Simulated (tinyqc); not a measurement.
Admittance spectroscopy of a deep trap: two steps of the calculation.

Schottky contact on an n-type layer with shallow donors Nd (all ionised) and a donor-like deep trap, neutral when filled and positive when empty; depletion approximation. Traps within lam of the depletion edge stay filled. The traps at xt = W - lam, where the level crosses the Fermi level, follow a slow signal and not a fast one. w = 2 pi f.

Inputs (values chosen for the exercise); material values close to those of indium phosphide:
- eps_r = 12.6 (relative permittivity)
- Nc = 5.67e17 cm^-3 (conduction-band density of states at 300 K)
- vth = 4.3e7 cm/s (thermal velocity at 300 K)
- Nd = 4.2e15 cm^-3 (shallow donor density)
- Vbi = 0.76 V (built-in voltage)
- Et = 0.31 eV (depth of the trap below the conduction edge)
- sn = 3.2e-15 cm^2 (capture cross-section)
- Nt = 2.6e14 cm^-3 (trap density)
- Vr = 0 V (reverse bias)
- f = 2.4e5 Hz (signal frequency)
- T = 305 K (temperature)

Constants: q = 1.602176634e-19 C, kB = 1.380649e-23 J/K, eps0 = 8.8541878128e-14 F/cm where lengths are in cm. Results are converted to the units shown.

Task 1. Widths and limiting capacitances. lam = sqrt(2 eps0 eps_r (EF - ET)/(q Nd)), EF - ET = Et - (kB T/q) ln(Nc(T)/Nd), Nc(T) = Nc (T/300 K)^1.5. In the steady state at the band bending V, 2 eps0 eps_r V/q = Nd W^2 + Nt (W - lam)^2 (the second term only if W > lam). V = Vbi + Vr. C_HF = eps0 eps_r/W, C_LF = eps0 eps_r (Nd + Nt)/(Nd W + Nt xt).

Give: lam; W; xt; C_HF; C_LF.

Result 1.

lam = 244.59 nm
W = 498.02 nm
xt = 253.43 nm
C_HF = 22.401 nF/cm^2
C_LF = 23.061 nF/cm^2

The step is 2.95 % of C_HF.

Task 2. Admittance at the signal frequency. Emission rate en = sn vth(T) Nc(T) exp(-Et/kB T) = sn g T^2 exp(-Et/kB T), g = vth Nc/(300 K)^2, as vth goes as T^0.5 and Nc as T^1.5 (degeneracy factor 1). Inflection frequency w0 = 2 en [1 + Nt xt/(Nd W)]; C = C_HF + (C_LF - C_HF)/(1 + (w/w0)^2), G/w = (C_LF - C_HF)(w/w0)/(1 + (w/w0)^2).

W = 498.02167 nm
xt = 253.43007 nm
C_HF = 22.401187 nF/cm^2
C_LF = 23.061452 nF/cm^2

Give: en; w0/(2 pi); C; G/w.

Result 2.

en = 6.0836e5 1/s
w0/(2 pi) = 1.9975e5 Hz
C = 22.671 nF/cm^2
G/w = 0.32465 nF/cm^2

The signal lies near the inflection, where the loss is largest.

Program tinyqc, `OMP_NUM_THREADS=1 python tinyqc.py 2050153 2050154 out.jsonl`; Intel Xeon 2.30GHz, shared host, one thread, about 0.01 s.
